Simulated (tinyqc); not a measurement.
Defect-molecule model of a vacancy with Jahn-Teller distortion: one step. Vertical against thermal levels. Two cases, with inputs chosen for the exercise.

Problem. At fixed Q the level for adding the first electron is et - 2 I Q. Capture into 2+ at Q0 = 0 costs et; removal from + at Q1 = 2 I/k takes place at et - 2 E_JT, E_JT = 2 I^2/k; the thermal level lies between, and the Franck-Condon shift is E_JT on each side. et = E0 + gm.

Four dangling hybrids a, b, c, d point into the vacancy: H_ii = E0, and -gm between any two. A tetragonal distortion Q pairs a with b and c with d: those two couplings become -gm - I Q and the other four -gm + I Q/2, at an elastic cost k Q^2/2. The a1 level holds two electrons; charge states 2+, + and 0 put n = 0, 1, 2 more into the lowest level of t2 origin. Energy from the 2+ state at Q = 0, with the Fermi level mu counted from Ev: W_n(Q) = n (et - 2 I Q) + k Q^2/2 + Uc n (n - 1)/2 - n mu. et = E0 + gm is the undistorted t2 level.

Case 1.

Values chosen (of the size used for the vacancy in silicon; shifted at random, so the results belong to these values and not to a real crystal): E0 = -0.08 eV (level of a dangling hybrid, from Ev); gm = 0.36 eV (coupling between two dangling hybrids); I = 1.05 eV/angstrom (Jahn-Teller coupling); k = 14.8 eV/angstrom^2 (force constant of the mode).

Case 2.

Values chosen (of the size used for the vacancy in silicon; shifted at random, so the results belong to these values and not to a real crystal): E0 = -0.03 eV (level of a dangling hybrid, from Ev); gm = 0.38 eV (coupling between two dangling hybrids); I = 1.21 eV/angstrom (Jahn-Teller coupling); k = 18.1 eV/angstrom^2 (force constant of the mode).

Give: levels; Stokes shift.

Solution.

Case 1.

levels (eV): vertical at Q0 0.2800, thermal 0.1310, vertical at Q1 -0.0180

Stokes shift = 0.2980 eV

Case 2.

levels (eV): vertical at Q0 0.3500, thermal 0.1882, vertical at Q1 0.0264

Stokes shift = 0.3236 eV

Computed by tinyqc, one run a case: `OMP_NUM_THREADS=1 python tinyqc.py N N+1 out.jsonl` with N = 1482124, 1482278; one thread of a shared Intel(R) Xeon(R) Processor @ 2.30GHz, about 0.01 s a run at most.
